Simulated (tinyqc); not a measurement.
## Trap density from the barrier height

Inverse problem. In a partly depleted grain with all boundary traps filled, 2 N W = Qt and VB = q N W^2/(2 eps0 eps_r). Find Qt, W and the doping at which VB would equal Vt.

Values chosen for this exercise:
- T = 300 K (temperature)
- eps_r = 11.7 (relative permittivity)

Constants: q = 1.602176634e-19 C, kB = 1.380649e-23 J/K, Vt = kB T/q, eps0 = 8.8541878128e-14 F/cm where lengths are in cm. Results are converted to the units shown.

doping = 9.6e17 cm^-3
barrier height = 0.20621229 V

Solution. Eliminating W gives VB = q Qt^2/(8 eps0 eps_r N), which falls as 1/N.

Qt = 3.200e12 cm^-2
W = 16.67 nm
doping for VB = Vt = 7.658e18 cm^-3

tinyqc, about 0.01 s, one thread, Intel Xeon 2.30GHz (shared host): `OMP_NUM_THREADS=1 python tinyqc.py 2830286 2830287 out.jsonl`
